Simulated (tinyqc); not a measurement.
From results back to parameters: hole subbands of a hard-walled well, four-band Luttinger model. Two cases, with inputs chosen for the exercise.

Problem. At k = 0 in a hard-walled well HHn = c (g1 - 2 g2)(n pi/L)^2 - Z0 and LHn = c (g1 + 2 g2)(n pi/L)^2 + Z0, c = hbar^2/2m0. Two spacings were computed from hidden g1 and g2.

Constants: hbar^2/2m0 = 3.80998211 eV angstrom^2.

Case 1.

Values chosen (out of a larger set: near those of InAs; not measured data): L = 165 angstrom (well width along [001]); Z0 = 0.029 eV (shear strain energy).

HH2 - HH1 = 11.892 meV
LH1 - HH1 = 104.795 meV

Case 2.

Values chosen (out of a larger set: near those of InAs; not measured data): L = 135 angstrom (well width along [001]); Z0 = 0 eV (shear strain energy).

HH2 - HH1 = 18.693 meV
LH1 - HH1 = 70.069 meV

Find: u = c (pi/L)^2; g2; g1.
Solution. HH2 - HH1 = 3u (g1 - 2 g2) and LH1 - HH1 = 4 u g2 + 2 Z0.

Case 1.

u = c (pi/L)^2 = 1.381 meV
g2 = 8.47
g1 = 19.81

Case 2.

u = c (pi/L)^2 = 2.063 meV
g2 = 8.49
g1 = 20.00

Computed by tinyqc, one run a case: `OMP_NUM_THREADS=1 python tinyqc.py N N+1 out.jsonl` with N = 1251156, 1251179; one thread of a shared Intel(R) Xeon(R) Processor @ 2.30GHz, about 0.1 s a run at most.
